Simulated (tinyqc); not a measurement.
Inside a calculation: Penn model of the dielectric constant and Phillips ionicity. Values are carried at full precision from step to step, so a last printed digit may differ when a step is redone from the rounded ones.

n = 32/a^3; Ep^2 = 8 pi c e2 n with c = hbar^2/2m0, e2 = e^2/(4 pi eps0); EF = c (3 pi^2 n)^(2/3); eps = 1 + (Ep/Eg)^2 S with S = 1 - Eg/(4 EF) + (Eg/(4 EF))^2/3, Eg the Penn gap. Core d shells are left out.

Constants: hbar^2/2m0 = 3.80998211 eV angstrom^2; e^2/(4 pi eps0) = 14.39964547 eV angstrom.

Parameters, chosen for this exercise (out of a larger set: near those of CdTe; not measured data): a = 6.469 angstrom (cubic lattice constant, 32 valence electrons a cell); ei = 7.1 (high-frequency dielectric constant).

## Valence electron gas

Evaluate n, Ep and EF.

n = 0.11821 1/angstrom^3
Ep = 12.767 eV
EF = 8.783 eV

## Penn gap from the dielectric constant

Start with S = 1 and repeat Eg = Ep sqrt(S/(ei - 1)) until Eg changes by less than 1e-6 eV.

Iterations:
```
step  Eg in (eV)       S  Eg out (eV)
1         5.1691  0.8601       4.7938
2         4.7938  0.8698       4.8207
3         4.8207  0.8691       4.8188
4         4.8188  0.8691       4.8189
5         4.8189  0.8691       4.8189
6         4.8189  0.8691       4.8189
```

Penn gap Eg = 4.819 eV

The factor S lowers the gap by 0.350 eV from the first estimate. The Penn gap is a mean bonding-antibonding separation, near the main peak of eps2, not the smallest gap.

## Homopolar and ionic parts

Phillips: bond length d = sqrt(3) a/4; homopolar gap Eh = 39.74 d^(-2.48) eV (d in angstrom); Eg^2 = Eh^2 + C^2; ionicity fi = C^2/Eg^2.

Split the gap.

d = 2.8012 angstrom
Eh = 3.089 eV
C = 3.70 eV
fi = 0.589

fi lies below the value 0.785 that divides fourfold from sixfold coordination in this scheme. The tabulated Phillips value of C for CdTe is about 4.9 eV; this model, without its d-shell factor and with shifted inputs, gives 0.75 times that.

## Checks

- Penn gap by iteration against bisection (eV): both 4.819.

Computed by tinyqc, a small Python program: `OMP_NUM_THREADS=1 python tinyqc.py 1650719 1650720 out.jsonl` (the numbers bound the seed that draws the inputs); one thread of a shared host (Intel(R) Xeon(R) Processor @ 2.30GHz), about 0.01 s for the whole set of steps.
